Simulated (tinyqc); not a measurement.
Four methods from the same start: geometry relaxation of a small cluster. Computed by tinyqc, a small Python program. Command: `OMP_NUM_THREADS=1 python tinyqc.py 3021609 3021610 out.jsonl relax walk`. One thread of a shared host (Intel(R) Xeon(R) Processor @ 2.30GHz), about 0.02 s of CPU time with the checks.

E = sum_i {sum_j A exp(-p (r_ij/r0 - 1)) - xi sqrt(rho_i)}, rho_i = sum_j exp(-2 q (r_ij/r0 - 1)); the force on i is -sum_j w_ij (R_i - R_j)/r_ij with w_ij = -(2p/r0) A exp(-p (r_ij/r0 - 1)) + (xi q/r0) exp(-2 q (r_ij/r0 - 1)) (rho_i^(-1/2) + rho_j^(-1/2)).

Inputs (values chosen for the exercise, for model atoms):

| quantity | value | unit |
|---|---|---|
| length r0 | 2.61 | angstrom |
| repulsion A | 0.19 | eV |
| hopping xi | 3.18 | eV |
| decay p | 11.3 | - |
| decay q | 2.34 | - |
| step factor eta | 0.022 | angstrom^2/eV |
| largest number of steps | 500 | - |

Potential: Gupta. Method: FIRE.

starting positions (angstrom):
```
            x      y      z
atom 1  -0.16   0.32  -0.02
atom 2   2.42  -0.13   0.12
atom 3   1.07   2.06   -0.3
atom 4   1.09   0.66   1.79
```

Method:
- FIRE with unit mass: if F.v > 0, v = (1 - a) v + a |v| F/|F|, and after more than 5 such steps in a row dt = min(1.1 dt, 5 dt0), a = 0.99 a; else v = 0, a = 0.1, and dt = dt/2 (not at the first step). Then v = v + dt F, R(new) = R + dt v. dt0 = sqrt(eta), a = 0.1 at first.
- No atom moves more than 0.3 angstrom a step (the whole step is scaled). Stop when the largest force component is below 1e-5 eV/angstrom.
- Hessian at the final positions by central differences of the forces; six eigenvalues vanish (translations and rotations). Steepest descent is stable for eta below 2/lambda_max and contracts the softest mode by 1 - eta lambda_min a step.
- Steepest descent: R(new) = R + eta F.
- Conjugate gradient (Polak-Ribiere): d = F + beta d(old), beta = max(0, F.(F - F(old))/|F(old)|^2), d = F at first; step length from one secant, s = eta (F.d)/(F.d - F(R + eta d).d), replaced by eta if that is not positive; R(new) = R + s d.
- BFGS: R(new) = R + B F with the inverse Hessian B = eta 1 at first; with s = R(new) - R, y = F - F(new), rho = 1/(y.s): B(new) = (1 - rho s y^T) B (1 - rho y s^T) + rho s s^T, skipped if y.s is not positive.
- In this comparison each method may take up to 1500 steps.

contraction of the softest mode = 0.779816

non-zero eigenvalues (eV/angstrom^2): 10.0084  10.0084  22.3752  22.3752  22.3753  54.1844

condition number = 5.41391

Cost:

| method | steps | force calls | final E (eV) | calls to reach 1e-2 |
|---|---|---|---|---|
| steepest descent | 51 | 52 | -20.939 | 24 |
| conjugate gradient | 28 | 57 | -20.939 | 49 |
| BFGS | 17 | 18 | -20.939 | 13 |
| FIRE | 104 | 105 | -20.939 | 50 |

In force calls the order is BFGS (18), steepest descent (52), conjugate gradient (57), FIRE (105). All that converged end at the same energy. Near the minimum steepest descent multiplies the slowest mode by 0.780 in size a step, 9 steps a decade of force, at a condition number of 5.4. On this problem it beats conjugate gradient and FIRE in force calls.

Extremes, crossings and ranges named in words are read from the listed rows.
